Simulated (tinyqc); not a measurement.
Worked calculation: Pariser-Parr-Pople SCF with singles CI, for the molecule C=C1C=CC=CC=C1 (SMILES; centres numbered as the heavy atoms are written). One step of it, computed by the program tinyqc.

Question. Singles CI, singlets. Over the 9 single excitations with the smallest orbital gaps: A = (e_a - e_i) delta + 2 (ia|jb) - (ij|ab), with (pq|rs) = sum c_mp c_mq gamma_mn c_nr c_ns. f = 2/3 w |mu|^2 in atomic units, mu = sqrt2 sum c_ia sum_m c_mi c_ma R_m.

orbital energies (eV): [-13.797815, -11.552160, -11.106374, -7.545136, -0.111228, 0.734492, 4.186057, 4.821989]

coefficients, order 1C, 2C, 3C, 4C, 5C, 6C, 7C, 8C:
```
[[0.205089, 0.384648, 0.000000, 0.599342, 0.000000, 0.554131, 0.000000, -0.379095],
 [0.411505, 0.523072, 0.000000, 0.247797, 0.000000, -0.376361, 0.000000, 0.594986],
 [0.370182, 0.200011, 0.432860, -0.337537, 0.494780, -0.193995, 0.260432, -0.413999],
 [0.364394, -0.143951, 0.522359, -0.273407, -0.240371, 0.445715, -0.411537, 0.270336],
 [0.352822, -0.478011, 0.199432, 0.317821, -0.444313, -0.198367, 0.512653, -0.081627],
 [0.352822, -0.478011, -0.199432, 0.317821, 0.444313, -0.198367, -0.512653, -0.081627],
 [0.364394, -0.143951, -0.522359, -0.273407, 0.240371, 0.445715, 0.411537, 0.270336],
 [0.370182, 0.200011, -0.432860, -0.337537, -0.494780, -0.193995, -0.260432, -0.413999]]
```

repulsion gamma_rs (eV), order 1C, 2C, 3C, 4C, 5C, 6C, 7C, 8C:
```
[[12.000000, 7.809385, 5.418567, 3.682378, 3.078139, 3.078139, 3.682378, 5.418567],
 [7.809385, 12.000000, 7.809632, 5.153592, 4.276750, 4.276750, 5.153592, 7.809632],
 [5.418567, 7.809632, 12.000000, 7.808732, 5.155460, 4.277559, 4.277072, 5.155763],
 [3.682378, 5.153592, 7.808732, 12.000000, 7.810574, 5.154812, 4.276594, 4.277072],
 [3.078139, 4.276750, 5.155460, 7.810574, 12.000000, 7.809385, 5.154812, 4.277559],
 [3.078139, 4.276750, 4.277559, 5.154812, 7.809385, 12.000000, 7.810574, 5.155460],
 [3.682378, 5.153592, 4.277072, 4.276594, 5.154812, 7.810574, 12.000000, 7.808732],
 [5.418567, 7.809632, 5.155763, 4.277072, 4.277559, 5.155460, 7.808732, 12.000000]]
```

Centres (angstrom, eV; a flat drawing with bonds scaled to 1.40 angstrom):
```
centre          x          y  core charge z          W   gamma_rr
1C       2.637000   0.000000              1  10.210000  12.000000
2C       1.237000   0.000000              1  10.210000  12.000000
3C       0.629000   1.261000              1  10.210000  12.000000
4C      -0.736000   1.573000              1  10.210000  12.000000
5C      -1.830000   0.700000              1  10.210000  12.000000
6C      -1.830000  -0.700000              1  10.210000  12.000000
7C      -0.736000  -1.573000              1  10.210000  12.000000
8C       0.629000  -1.261000              1  10.210000  12.000000
```

Give: singlet CI matrix; singlet excitation energies; oscillator strengths.

Answer.

singlet CI matrix (eV), order 4>5, 4>6, 3>5, 2>5, 4>7, 3>6, 2>6, 4>8, 1>5:
```
[[2.4922, 0.0000, 0.0000, -0.2116, -0.4472, -0.5353, 0.0000, 0.0000, 0.0184],
 [0.0000, 4.6881, 0.7618, 0.0000, 0.0000, 0.0000, 0.0190, 0.1559, 0.0000],
 [0.0000, 0.7618, 6.3009, 0.0000, 0.0000, 0.0000, -0.6876, 0.2886, 0.0000],
 [-0.2116, 0.0000, 0.0000, 6.6029, 0.1152, 0.6251, 0.0000, 0.0000, 0.0122],
 [-0.4472, 0.0000, 0.0000, 0.1152, 7.2196, 0.0728, 0.0000, 0.0000, -0.3500],
 [-0.5353, 0.0000, 0.0000, 0.6251, 0.0728, 6.9661, 0.0000, 0.0000, 0.0909],
 [0.0000, 0.0190, -0.6876, 0.0000, 0.0000, 0.0000, 7.4015, -0.0741, 0.0000],
 [0.0000, 0.1559, 0.2886, 0.0000, 0.0000, 0.0000, -0.0741, 7.2107, 0.0000],
 [0.0184, 0.0000, 0.0000, 0.0122, -0.3500, 0.0909, 0.0000, 0.0000, 8.3728]]
```

singlet excitation energies (eV): [2.3858, 4.3589, 6.1380, 6.1987, 7.0725, 7.1973, 7.5812, 7.8462, 8.4760]

oscillator strengths: [0.0386, 0.5407, 0.0582, 1.3046, 0.0001, 0.0083, 1.0425, 0.3561, 0.0217]
